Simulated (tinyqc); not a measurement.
What each parameter does: six-band Luttinger-Kohn model with strain.

Six-band Luttinger-Kohn model in the basis |3/2,3/2>, |3/2,1/2>, |3/2,-1/2>, |3/2,-3/2>, |1/2,1/2>, |1/2,-1/2>, electron energies, zero at the top of the unstrained valence band. H = -[rows: (P+Q, -S, R, 0, -S/r2, r2 R); (-S*, P-Q, 0, R, -r2 Q, r32 S); (R*, 0, P-Q, S, r32 S*, r2 Q); (0, R*, S*, P+Q, -r2 R*, -S*/r2); (-S*/r2, -r2 Q, r32 S, -r2 R, P+Dso, 0); (r2 R*, r32 S*, r2 Q, -S/r2, 0, P+Dso)], r2 = sqrt(2), r32 = sqrt(3/2). Levels are twofold.

P = c g1 k^2 - av tr(e); Q = c g2 (kx^2 + ky^2 - 2 kz^2) - (b/2)(exx + eyy - 2 ezz); R = c sqrt3 [-g2 (kx^2 - ky^2) + 2i g3 kx ky] + (sqrt3/2) b (exx - eyy) - i d exy; S = 2 c sqrt3 g3 (kx - i ky) kz - d (exz - i eyz); c = hbar^2/2m0, e the strain tensor (not engineering shear).

s11 = (C11 + C12)/((C11 - C12)(C11 + 2 C12)), s12 = -C12/((C11 - C12)(C11 + 2 C12)), s44 = 1/C44; exx = s11 sxx + s12 (syy + szz) and cyclic, exy = s44 sxy/2; tension is positive. A uniaxial stress X along the unit vector n is s_ij = X n_i n_j.

Constants: hbar^2/2m0 = 3.80998211 eV angstrom^2.

Values chosen for the exercise (near those of InSb; the results hold for these values, not for the real material): Dso = 0.802 eV (spin-orbit splitting); g1 = 34.74 (Luttinger gamma1); g2 = 15.59 (gamma2); g3 = 16.39 (gamma3); av = 0.35 eV (valence hydrostatic potential); b = -1.98 eV (tetragonal shear potential); d = -4.59 eV (trigonal shear potential); C11 = 69.8 GPa; C12 = 37.1 GPa; C44 = 30.5 GPa; load = biaxial (001) (kind of stress); X = -0.86 GPa (stress).

Edges at k = 0 under a biaxial (001) stress X and the curvature mass of the top pair along [110] (step 0.0002 1/angstrom). Each row changes one parameter from the base and keeps the others.

Results:

| case | top (eV) | second (eV) | third (eV) | mass (m0) |
|---|---|---|---|---|
| base | 0.0479 | -0.0491 | -0.8133 | 0.020 |
| g1 = 41.688 | 0.0479 | -0.0491 | -0.8133 | 0.017 |
| X = -0.688 GPa | 0.0383 | -0.0405 | -0.8099 | 0.020 |
| g2 = 18.708 | 0.0479 | -0.0491 | -0.8133 | 0.019 |
| C44 = 36.6 GPa | 0.0479 | -0.0491 | -0.8133 | 0.020 |
| g3 = 19.668 | 0.0479 | -0.0491 | -0.8133 | 0.020 |
| b = -2.376 eV | 0.0583 | -0.0563 | -0.8166 | 0.020 |
| d = -3.672 eV | 0.0479 | -0.0491 | -0.8133 | 0.020 |

The largest shifts from the base row, up to three for each result and ties (the steps differ in size, so this ranks the rows, not the parameters). top (eV): b +0.0104, X -0.0096; unchanged at the printed digits by g1, g2, C44, g3 and d. second (eV): X +0.0086, b -0.0072; unchanged at the printed digits by g1, g2, C44, g3 and d. third (eV): X +0.0035, b -0.0033; unchanged at the printed digits by g1, g2, C44, g3 and d. mass (m0): g1 -0.002, g2 -0.001; unchanged at the printed digits by X, C44, g3, b and d. The Luttinger parameters multiply k^2 and cannot move the edges; av shifts all edges alike and leaves the mass.

(tinyqc, `OMP_NUM_THREADS=1 python tinyqc.py 1050472 1050473 out.jsonl`, Intel(R) Xeon(R) Processor @ 2.30GHz, 1 thread, shared host, about 0.06 s.)
